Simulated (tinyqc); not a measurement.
# From edge over centre, full model back to bath conductivity kappa

Model: electroplating on a thin resistive seed layer: kinetics, Wagner number and the terminal effect across a wafer. Computed by tinyqc, a small Python program. Command: `OMP_NUM_THREADS=1 python tinyqc.py 3120063 3120064 out.jsonl terminal inv`. One thread of a shared host (Intel(R) Xeon(R) Processor @ 2.30GHz), about 0.1 s of CPU time with the checks.

Current enters the seed at the rim. The bath is treated as a local resistance per area (no lateral flow in the liquid), two electrons per ion, molar volume 7.11 cm^3/mol, Faraday constant F = e N_A, kinematic viscosity 0.01 cm^2/s, omega = 2 pi x rpm/60; k_B T/e is in volts.

Inputs (values chosen for the exercise, of the order of those for copper plating on a thin cobalt or ruthenium seed):
```
quantity                               value         unit
wafer radius R                            10           cm
seed thickness t                          28           nm
seed resistivity                         7.8  microohm cm
gap to the anode h                       8.3           cm
extra resistance of a porous plate       260     ohm cm^2
exchange current density i_0           0.022      mA/cm^2
cathodic transfer coefficient alpha     0.33            -
mean current density                     2.7      mA/cm^2
diffusivity of the metal ion         5.2e-06       cm^2/s
metal ion concentration                 0.65        mol/L
rotation rate                            100          rpm
temperature T                            298            K
```

Constants: e = 1.602176634e-19 C; N_A = 6.02214076e+23 1/mol; k_B = 8.617333262e-05 eV/K.

Method:
- Growth rate = i V_m/(2 F). Levich limit i_L = 0.62 x 2 F D^(2/3) omega^(1/2) nu^(-1/6) c. Tafel overpotential eta = (k_B T/(alpha e)) ln(i/i_0); kinetic resistance k_B T/(alpha e i); bath resistance h/kappa + plate; R_s = resistivity/t; Wagner number = kinetic resistance x kappa/R.
- Linearised: with R_t = kinetic + bath resistance the current density obeys (1/r)(r i')' = i R_s/R_t, so i = A I_0(r/l), l = sqrt(R_t/R_s); with x = R/l, edge/centre = I_0(x) and edge/mean = x I_0(x)/(2 I_1(x)).
- Voltage drop in the seed for a uniform current: i R_s R^2/4.
- Full model: seed potential phi(r) with (1/r)(r phi')' = R_s i, where i solves phi = R_b i + (k_B T/(alpha e)) ln(i/i_0) (phi being the driving voltage left at r); phi'(0) = 0 and phi'(R) = R_s i_mean R/2. Solved by collocation to a tolerance of 1e-7.

Question. A run gave the result below. Find the bath conductivity kappa, known to lie between 0.085 and 0.16 S/cm.

edge over centre, full model = 1.205779

Answer.

Each step takes the trial c = (a f_b - b f_a)/(f_b - f_a), f being the result less the target and a, b, c the logarithms of the listed values; c replaces end b, the old b replaces a if the sign of f changed, and otherwise f_a is halved.

Scan of the range:
```
bath conductivity kappa (S/cm)  edge over centre, full model
0.0850                                               1.18844
0.0945                                               1.19357
0.1050                                               1.19841
0.1170                                               1.20309
0.1300                                               1.20737
0.1440                                               1.21127
0.1600                                               1.21502
```

False position (Illinois rule, in the logarithm of the input) inside the bracket:
```
step     end a     end b     trial  edge over centre, full model
1     0.117000  0.130000  0.124998                       1.20581
2     0.117000  0.124998  0.124806                       1.20575
3     0.124998  0.124806  0.124899                       1.20578
4     0.124806  0.124899  0.124899                       1.20578
```

Edge over centre, full model rises at every point of a 13-point scan of the range (every second point is shown), so one value fits; it is bracketed by 0.117 and 0.130. Answer: bath conductivity kappa = 0.1249 S/cm.
